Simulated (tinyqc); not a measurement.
Plane-wave Kohn-Sham cycle with exchange-only LDA in a layered model solid, step by step. One step of it, computed by the program tinyqc.

Problem. Iteration 2: potential. V_H(G) = 4 pi rho(G)/G^2 for G != 0 (uniform background); v_x = -(3 rho/pi)^(1/3); V = V_ext + V_H + v_x; Fourier components f(G_m) = (1/N) sum_j f(x_j) exp(-i G_m x_j).

A solid whose potential varies along x alone (atomic units):
```
parameter                      value
period a                    5.700000
cross-section of the cell  14.000000
electrons per cell                 4
grid points                       16
plane waves -n..n, n               2
k points                           3
V1 in V1 cos(2 pi x/a)     -0.760000
V2 in V2 cos(4 pi x/a)     -0.180000
```

density after iteration 1 (e/bohr^3): 0.07285404  0.07383526  0.07341926  0.06629555  0.05260681  0.03799322  0.02757918  0.02237722  0.02093798  0.02237722  0.02757918  0.03799322  0.05260681  0.06629555  0.07341926  0.07383526

Give: Potentials on the grid; V(G_m), m = 0, 1, 2, ....

Solution.

Potentials on the grid (hartree):
```
x       V_ext     V_H     v_x         V
0.000  -0.940   0.291  -0.411    -1.061
0.356  -0.829   0.272  -0.413    -0.970
0.713  -0.537   0.216  -0.412    -0.733
1.069  -0.164   0.124  -0.399    -0.438
1.425   0.180   0.007  -0.369    -0.182
1.781   0.418  -0.114  -0.331    -0.027
2.138   0.537  -0.216  -0.298     0.024
2.494   0.575  -0.283  -0.277     0.015
2.850   0.580  -0.306  -0.271  2.83e-03
3.206   0.575  -0.283  -0.277     0.015
3.562   0.537  -0.216  -0.298     0.024
3.919   0.418  -0.114  -0.331    -0.027
4.275   0.180   0.007  -0.369    -0.182
4.631  -0.164   0.124  -0.399    -0.438
4.987  -0.537   0.216  -0.412    -0.733
5.344  -0.829   0.272  -0.413    -0.970
```

V(G_m), m = 0, 1, 2, ... (hartree): -0.355  -0.267  -0.087  0.001  0.000
